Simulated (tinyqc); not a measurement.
## Trap density from one capacitance

Problem. Traps spread evenly through the insulator exchange electrons with the semiconductor by tunnelling, with tau(x) = t0 exp(2 ka x) at depth x from the interface. The admittance per area Y seen at depth x obeys dY/dx = -Y^2/(i w eps0 eox) + q Nb ln(1 + i w tau)/tau, with Y(0) = i w Cs and w = 2 pi f; the gate sees Y(tox) = G + i w C. Working variable y = Y/(i w), in uF/cm^2. Cox = eps0 eox/tox. Find Nb and G/w.

Values chosen for this exercise:
```
symbol  value     unit                                               meaning
eox      21.2                         relative permittivity of the insulator
tox       3.7       nm                                   insulator thickness
Cs          3  uF/cm^2             semiconductor capacitance in accumulation
ka        4.6     1/nm  decay constant of the wave function in the insulator
t0       2e-9        s              time constant of a trap at the interface
f       10000       Hz                                             frequency
```

Constants: q = 1.602176634e-19 C, eps0 = 8.8541878128e-14 F/cm where lengths are in cm. Results are converted to the units shown.

C = 1.9731429 uF/cm^2

Answer. C rises steadily with Nb, so one density matches; in practice ka and t0 must come from the frequency dependence.

Nb = 1.100e19 cm^-3 eV^-1
G/w = 0.01584 uF/cm^2

Numbers from tinyqc (`OMP_NUM_THREADS=1 python tinyqc.py 2202201 2202202 out.jsonl`; about 0.3 s on one thread of a shared Intel Xeon 2.30GHz).
